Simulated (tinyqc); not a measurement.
What moves the results: donors on two lattice sites with valley-orbit split states. A value that a table varies takes the place of the one given here.

Each donor binds at most one electron, in any of its states. For a site s, W_s = sum over its states of g exp(E/kT), and the ionised share is 1/(1 + W_s exp(eta)), eta = (EF - Ec)/kT; n = Nc F_1/2(eta); neutrality n + NA = ND x (mean ionised share, the two sites in equal numbers); holes are neglected. Nc from N = 2 (m kB T/(4 pi c))^(3/2) with c = hbar^2/2m0, in 1/angstrom^3; times 1e24 for 1/cm^3, m = md. F_j(eta) = (1/Gamma(j + 1)) integral_0^infinity x^j dx/(1 + exp(x - eta)), which tends to exp(eta) for eta << 0.

Mobility (Caughey-Thomas form): mu = mu0 + (mu1 (T/300)^(-ga) - mu0)/(1 + ((ND + NA)/Nr)^de); rho = 1/(e n mu), e = 1.602176634e-19 C.

Constants: hbar^2/2m0 = 3.80998211 eV angstrom^2; kB = 8.617333262e-05 eV/K.

Inputs chosen for the exercise (near those of nitrogen in 4H-SiC; not measured data): md = 0.778 m0 (density-of-states mass of the conduction band); E = (59.3, 51.4, 119.3, 72.2) meV (binding energies of h ground, h excited, k ground, k excited); g = (2, 4, 2, 4) (their degeneracies with spin); ND = 9.2e+15 1/cm^3 (donors, half on each site); NA = 0 1/cm^3 (compensating acceptors, all ionised); T = 300 K; mu0 = 38 cm^2/(V s) (mobility at heavy doping); mu1 = 959 cm^2/(V s) (mobility at light doping and 300 K); Nr = 1.7e+17 1/cm^3 (reference doping); de = 0.61 (doping exponent); ga = 2.4 (temperature exponent).

## What the excited states change

The last columns keep only the ground state of each site (g = 2).

Results:
```
T (K)  effective degeneracy, h site     eta  n (1/cm^3)  n, ground states only  ratio
40                             2.40  -11.64    7.35e+12               8.06e+12  0.912
60                             2.87   -9.19    1.58e+14               1.88e+14  0.838
80                             3.27   -8.10    7.19e+14               8.98e+14  0.801
110                            3.74   -7.47    2.19e+15               2.67e+15  0.819
150                            4.17   -7.34    3.94e+15               4.33e+15  0.910
200                            4.53   -7.34    6.07e+15               6.35e+15  0.955
250                            4.77   -7.43    7.76e+15               8.02e+15  0.968
300                            4.95   -7.61    8.55e+15               8.73e+15  0.980
400                            5.18   -7.99    9.01e+15               9.08e+15  0.992
500                            5.33   -8.31    9.12e+15               9.16e+15  0.996
```

The effective degeneracy grows from 2.40 to 5.33. Excited states hold electrons back, so the ratio is never above 1; it is lowest, 0.801, at 80 K of those listed, and 0.980 at 300 K. At low T the excited states empty out, and at high T more donors are ionised (n is 99 % of ND - NA in the last row), so the effect is largest in between.

## Ionisation and resistivity against doping

NA = 0.

Results:
```
ND (1/cm^3)  n (1/cm^3)   n/ND  mu (cm^2/(V s))  rho (ohm cm)  rho at full ionisation
1.0e+14        9.99e+13  0.999              949          65.8                    65.8
1.0e+15        9.91e+14  0.991              921          6.84                    6.78
1.0e+16        9.24e+15  0.924              820         0.823                   0.761
3.0e+16        2.48e+16  0.828              722         0.348                   0.288
1.0e+17        6.66e+16  0.666              572         0.164                   0.109
3.0e+17        1.50e+17  0.500              420        0.0992                  0.0496
1.0e+18        3.35e+17  0.335              271        0.0686                  0.0230
2.0e+18        5.14e+17  0.257              206        0.0591                  0.0152
```

From 1e16 to 1e18 1/cm^3 rho falls by a factor 12, not 100: the mobility takes a factor 3.02 and incomplete ionisation 2.76. n/ND is below 0.9 from 3e+16 1/cm^3 on. Near 1e19 1/cm^3 and above the levels merge with the band, and already below that screening lowers the binding energy, so the last rows understate n.

## Compensation sets the slope of the freeze-out

NA = K ND. The slope energy is -d ln(n T^(-p))/d(1/kT) between 50 and 60 K, with p = 3/4 for K = 0 and p = 3/2 otherwise.

Results:
```
K       n(50 K) (1/cm^3)  n(60 K) (1/cm^3)  slope energy (meV)
0               4.62e+13          1.58e+14               28.26
0.0010          4.18e+13          1.53e+14               26.54
0.010           1.89e+13          1.18e+14               40.14
0.050           4.17e+12          4.55e+13               54.69
0.20            7.01e+11          8.35e+12               56.98
0.50            5.09e+08          2.03e+10               88.21
```

Without acceptors the slope is 28.26 meV, against half the h-site ground-state energy, 29.65; with K = 0.05 it is 54.69 meV, against the full 59.3. The full energy (less a few meV where excited levels lie within a few kT) shows where n is far below NA, since the acceptors then hold EF near the donor level: n(60 K)/NA is 17 for K = 0.001 and 0.099 for K = 0.05; for K = 0.001 the sample is still in or near the uncompensated regime, where p = 3/2 is the wrong power, so that slope means little. At K = 0.5 the acceptors have taken as many electrons as there are h sites, EF sits between the two levels, and the slope is 88.2 meV against their mean of 89.3.

## What moves the carrier density

All results formed anew. Each row changes one parameter from the base and keeps the others.

Results:
```
case                                  eta  n (1/cm^3)  rho (ohm cm)
base                               -7.608   8.552e+15        0.8836
E = (64.3, 51.4, 119.3, 72.2) meV  -7.609   8.543e+15        0.8845
md = 0.856 m0                      -7.742   8.626e+15        0.8760
ND = 1.84e+16 1/cm^3               -6.972   1.615e+16        0.5017
NA = 9.2e+14 1/cm^3                -7.714   7.691e+15        0.9906
T = 330 K                          -7.725   8.774e+15         1.081
Nr = 3.4e+17 1/cm^3                -7.608   8.552e+15        0.8415
```

The largest shifts from the base row, up to three for each result and ties (the steps differ in size, so this ranks the rows, not the parameters). eta: ND +0.636, md -0.135, T -0.117; unchanged at the printed digits by Nr. n (1/cm^3): ND +7.60e+15, NA -8.61e+14, T +2.23e+14; unchanged at the printed digits by Nr. rho (ohm cm): ND -0.382, T +0.197, NA +0.107.

Run: tinyqc, `OMP_NUM_THREADS=1 python tinyqc.py 1681296 1681297 out.jsonl`; Intel(R) Xeon(R) Processor @ 2.30GHz, one thread, shared host; about 0.02 s of CPU time with all checks.
